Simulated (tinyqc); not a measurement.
Worked calculation: Stoner model of a band ferromagnet. Values are carried at full precision from step to step, so a last printed digit may differ when a step is redone from the rounded ones.

Density of states per atom and spin: flat with a rise to the top, D(e) = (M/W) [1 - sp + 4 sp (e/W + 1/2)^3]. Levels e -/+ I m/2 for up and down spin, m = n_up - n_down, n_up + n_down = nd. At zero temperature e(N) is the energy below which N states lie, and E(m) = sum over spins of integral e D de - I m^2/4.

Values chosen for the exercise: W = 6.3 eV (band width, e from -W/2 to W/2); M = 5 (states per atom and spin); nd = 6.91 (electrons per atom); sp = 0.52 (shape parameter); I = 1.19 eV (Stoner parameter).

## The paramagnetic state and the Stoner criterion

Find EF from nd/2 states per spin, D(EF) and the product I D(EF); below 1 the susceptibility is enhanced by 1/(1 - I D).

EF = 2.2461 eV
D(EF) = 1.4183 1/eV
I D(EF) = 1.6877

The paramagnet is unstable.

## Energy against moment

Tabulate the splitting that the band needs, e(n_up) - e(n_down), against I m, and E(m) - E(0), at nine moments up to saturation m_max = min(nd, 2M - nd).

Energy curve:

| m | e(n_up) (eV) | e(n_down) (eV) | difference (eV) | I m (eV) | E - E(0) (meV) |
|---|---|---|---|---|---|
| 0.000 | 2.2461 | 2.2461 | 0.0000 | 0.0000 | 0.0 |
| 0.386 | 2.3786 | 2.1060 | 0.2726 | 0.4596 | -18.1 |
| 0.772 | 2.5044 | 1.9574 | 0.5470 | 0.9193 | -72.1 |
| 1.159 | 2.6242 | 1.7992 | 0.8250 | 1.3789 | -161.6 |
| 1.545 | 2.7384 | 1.6299 | 1.1085 | 1.8385 | -285.7 |
| 1.931 | 2.8477 | 1.4480 | 1.3997 | 2.2982 | -443.1 |
| 2.317 | 2.9525 | 1.2515 | 1.7010 | 2.7578 | -632.1 |
| 2.704 | 3.0532 | 1.0380 | 2.0152 | 3.2175 | -850.5 |
| 3.090 | 3.1500 | 0.8044 | 2.3456 | 3.6771 | -1095.4 |

dE/dm is half of (difference - I m), so E falls wherever I m exceeds the difference.

## The ground state

Take the lowest of E(0), the stationary points e(n_up) - e(n_down) = I m, and saturation.

m = 3.090 muB
exchange splitting I m = 3.677 eV
E - E(0) = -1095.4 meV

n_up, n_down: 5.000  1.910

The moment is saturated (a strong ferromagnet): the majority band is full.

## Checks

- States in the band over M against 1: both 1.000000.

(tinyqc, `OMP_NUM_THREADS=1 python tinyqc.py 1682466 1682467 out.jsonl`, Intel(R) Xeon(R) Processor @ 2.30GHz, 1 thread, shared host, about 0.3 s.)
